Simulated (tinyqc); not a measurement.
Worked calculation: effective mass of the heavy-hole band from tabulated energies. Values are carried at full precision from step to step, so a last printed digit may differ when a step is redone from the rounded ones.

c = hbar^2/2m0.
Constants: hbar^2/2m0 = 3.80998211 eV angstrom^2; kB = 8.617333262e-05 eV/K.

Parameters, chosen for this exercise (out of a larger set: band of an eight-band Kane model near Ge; not measured data): T = 300 K (temperature).

## Finite differences

Energies along [110], from the band edge downward:

| k (1/angstrom) | E (meV) |
|---|---|
| 0.00000 | 0.0000 |
| 0.01300 | 1.7044 |
| 0.02600 | 6.6910 |
| 0.03900 | 14.5858 |
| 0.05200 | 24.7954 |
| 0.06500 | 36.5781 |
| 0.07800 | 49.1718 |
| 0.09100 | 61.9425 |
| 0.10400 | 74.4868 |

reference mass (curvature of the model at k = 0.0001 1/angstrom) = 0.37544 m0

The band is even in k. m = c k^2/E(k) from the points 1, 2, 4 (k = 0 is point 0); Richardson from points 1 and 2: c/m = [16 E(k1) - E(k2)]/(12 k1^2).

m from points 1, 2, 4 (m0): 0.37778  0.38493  0.41549

m by Richardson = 0.37546 m0

Errors against the reference: +0.62, +2.53 and +10.67 % and 0.00 %. The extrapolation removes the k^4 term.

## Least squares over all points

Fit E = a k^2 (a = sum k^2 E/sum k^4), then E = a k^2 + b k^4 from the normal equations; E in eV; m = c/a.

sums of k^4, k^6, k^8: 0.00025054  2.1574e-06  2.0136e-08

sums of k^2 E, k^4 E: 0.0018663  1.5653e-05

a, one term = 7.4494 eV angstrom^2

a and b, two terms: 9.762  -268.6

m, one and two terms (m0): 0.51145  0.39028

The parabola over all points errs by +36.2 % because the weights k^4 favour the outer points; the second term brings the error to +4.0 %.

## The non-parabolic form

E (1 + alpha E) = c k^2/m means that y = c k^2/E is a straight line in E with intercept m and slope m alpha. Fit the line by unweighted least squares over points 1 to 8, E in eV.

y (m0): 0.37778  0.38493  0.39730  0.41549  0.44008  0.47141  0.50935  0.55324

m = 0.36409 m0
alpha = 6.479 1/eV

The intercept errs by -3.02 %. For this band the scale of alpha is set by Dso = 0.289 eV as well as by the gap.

## Which mass for which use

From the fitted m and alpha: momentum mass at energy E, m (1 + 2 alpha E); curvature mass m (1 + 2 alpha E)^3; thermal factors to first order in alpha kT: density of states Nc (1 + 15 alpha kT/4), conductivity mass m (1 + 5 alpha kT). Take E = 3 kT/2.

alpha kT = 0.1675
momentum mass = 0.54705 m0
curvature mass = 1.23493 m0
factor on Nc = 1.6281
thermal conductivity mass = 0.66901 m0

alpha kT is not small, so first order is only a guide. For a warped valence band one direction does not stand for the whole band.

## Checks

- Two-term fit by normal equations against a least-squares routine: both 9.76229.

Computed by tinyqc, a small Python program: `OMP_NUM_THREADS=1 python tinyqc.py 1850427 1850428 out.jsonl` (the numbers bound the seed that draws the inputs); one thread of a shared host (Intel(R) Xeon(R) Processor @ 2.30GHz), about 0.01 s for the whole set of steps.
